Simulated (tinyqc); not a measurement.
Band folding and unfolding in a supercell of a chain: sweeps and comparisons. A value that a table varies takes the place of the one given here.

A chain with hopping -t and n = 5 sites a supercell. H(K) has v_j on the diagonal, -t between neighbours and -t exp(2 pi i K) on the bond that closes the cell (from the last site to the first of the next cell). The point K holds the n wave vectors k_m = (K + m)/n of the primitive zone, in 2 pi/a, m = 0 to n - 1, with E0 = -2t cos(2 pi k_m). The unfolding weight of a state c on k_m is |sum_j c_j exp(-2 pi i k_m j)|^2/n, j = 0 to n - 1.

Parameters, chosen for this exercise:
```
symbol  value                                  unit        meaning
t       1.14                                   eV          hopping
v       (0.638, 0.197, -0.516, -0.516, 0.197)  eV          site energies in the supercell
Kq      0.26                                   2 pi/(n a)  wave vector in the small zone
```

## Minigaps against first-order theory

Gap i lies between minibands i and i + 1, at K = 1/2 for odd i and K = 0 for even i, where k = +/- i/(2n) are degenerate; first order gives 2|V_i|, the Fourier component V_q = (1/n) sum_j v_j exp(-2 pi i q j/n) for q equal to the number of the gap. Computed for the potential at full and at half strength.

Gaps (eV):
```
i  E0 at the crossing  2|V_i|     gap  gap at half strength
1             -1.8446  0.6379  0.6271                0.3176
2             -0.7046  0.0001  0.1307                0.0330
3              0.7046  0.0001  0.1109                0.0304
4              1.8446  0.6379  0.6288                0.3177
```

Halving the potential about halves gaps 1 and 4, the scaling of first order. For i = 2 and 3 the first-order term is below 1 meV and the gap opens at higher order (full over half strength: 4.0 and 3.6). The largest miss of first order is 131 meV, at i = 2; the potential spans 1.01 t.

## From folded lines to real minibands

The potential is scaled by x. For the lowest level at K: energy, second-order estimate E0(k_0) + x V_0 - x^2 sum_m |V_m|^2/(E0(k_m) - E0(k_0)), weight on k_0, and width of the lowest miniband between K = 0 and 1/2.

Lowest level:
```
x      E (eV)  second order (eV)  weight on k_0  miniband width (eV)
0.00  -2.1594            -2.1594          1.000               0.4354
0.25  -2.1702            -2.1703          0.989               0.3613
0.50  -2.2014            -2.2029          0.960               0.2984
1.00  -2.3134            -2.3336          0.878               0.2030
1.50  -2.4705            -2.5514          0.801               0.1397
2.00  -2.6551            -2.8564          0.740               0.0983
3.00  -3.0709            -3.7276          0.657               0.0525
4.00  -3.5213            -4.9474          0.606               0.0307
```

Second order is -20.3 meV off at x = 1 and -657 meV at x = 3. The weight on the parent k falls to 0.88 at x = 1 and 0.61 at x = 4, and the miniband narrows from 0.435 to 0.031 eV as the state gathers on the low sites. While the weight stays near one the primitive band is still the right picture and the folded copies carry little spectral weight.

## What each change does

The two lowest levels at K and the weight of the lowest on k_0. Each row changes one parameter from the base and keeps the others.

Results:
```
case                                           level 1 (eV)  level 2 (eV)  weight
base                                                -2.3134       -1.2953  0.8778
t = 1.254 eV                                        -2.5179       -1.4350  0.8931
v = (-0.638, -0.197, 0.516, 0.516, -0.197) eV       -2.3137       -1.2942  0.8773
Kq = 0.37 2 pi/(n a)                                -2.2439       -1.4784  0.7751
```

The largest shifts from the base row, up to three for each result and ties (the steps differ in size, so this ranks the rows, not the parameters). level 1 (eV): t -0.2045, Kq +0.0695, v -0.0004. level 2 (eV): Kq -0.1830, t -0.1396, v +0.0011. weight: Kq -0.1027, t +0.0153, v -0.0005.

tinyqc: `OMP_NUM_THREADS=1 python tinyqc.py 1450560 1450561 out.jsonl`; about 0.01 s, one thread, shared Intel(R) Xeon(R) Processor @ 2.30GHz.
